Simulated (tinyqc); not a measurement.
Monte Carlo simulation of one carrier in a uniform electric field: one step, computed by the program tinyqc.

The force e F acts along +z. Flights end at the constant total rate Gamma; the part of Gamma that the real rates do not fill is self-scattering, which leaves k unchanged. One valley, no impurities; equivalent final valleys enter only through Z_f in the optical rate.

Problem. Scattering event 2. Kane band: hbar^2 k^2/(2 m) = E (1 + alpha E), speed v = hbar k/(m (1 + 2 alpha E)), states per spin, volume and energy g(E) = m k (1 + 2 alpha E)/(2 pi^2 hbar^2); overlap factors are set to 1. Masses are multiplied by m_0 and all formulas are in SI units. Phonon occupation N_q = 1/(exp(hbar w/(k_B T)) - 1). Acoustic deformation potential (elastic, equipartition, absorption and emission together): 1/tau = 2 pi k_B T D_A^2 g(E)/(hbar rho v_l^2). Optical or intervalley deformation potential: 1/tau = (pi Z_f D_o^2/(rho w)) [N_q g(E + hbar w) + (N_q + 1) g(E - hbar w)], with g = 0 below the band edge. Choice: with cumulative rates in the order acoustic, absorption, emission, the process is the first whose sum exceeds r2 Gamma; if none, self-scattering. Final state: E' = E, E + hbar w or E - hbar w gives k'. Isotropic processes: cos(theta) = 1 - 2 r3 from the z axis, phi = 2 pi r4, k' (sin theta cos phi, sin theta sin phi, cos theta). Use row 2 of the random numbers.

Inputs (values chosen for the exercise, modelled on electrons in germanium):
```
quantity                                          value       unit
effective mass m                                  0.219        m_0
non-parabolicity alpha                              0.7       1/eV
density rho                                        5323     kg/m^3
sound velocity v_l                                 5310        m/s
acoustic deformation potential D_A                   11         eV
phonon energy hbar w                               31.4        meV
optical or intervalley deformation potential D_o    4.9  1e8 eV/cm
final valleys Z_f                                     3          -
lattice temperature T                               100          K
```

Crystal: non-polar. Band: Kane.

k at the end of the flight (1/nm): -0.1655030  -0.2572045  -0.0892947

Random numbers (0.02 to 0.98, from up to 60 sets tried for early real events), one row a flight:
```
       r1      r2      r3      r4
1  0.9486  0.0326  0.6419  0.6590
2  0.9700  0.1955  0.6065  0.0421
3  0.6394  0.6021  0.6577  0.4506
4  0.6419  0.0331  0.3240  0.0423
5  0.8087  0.6137  0.8335  0.5314
6  0.4285  0.1649  0.7756  0.2703
7  0.1198  0.6565  0.5042  0.1749
```

Gamma = 15.45016 1e12/s

Constants: hbar = 1.054571817e-34 J s; m_0 = 9.1093837015e-31 kg; e = 1.602176634e-19 C; k_B = 1.380649e-23 J/K; hbar = 6.582119569e-16 eV s; k_B = 8.617333262e-05 eV/K.

Give: cumulative rates; r2 Gamma; process chosen; k after event 2, the start of the next flight.

Solution.

cumulative rates (1e12/s): acoustic 0.5050, absorption 0.5371, emission 0.5371

r2 Gamma = 3.021 1e12/s

Process chosen: self-scattering

k after event 2, the start of the next flight (1/nm): -0.1655  -0.2572  -0.0893
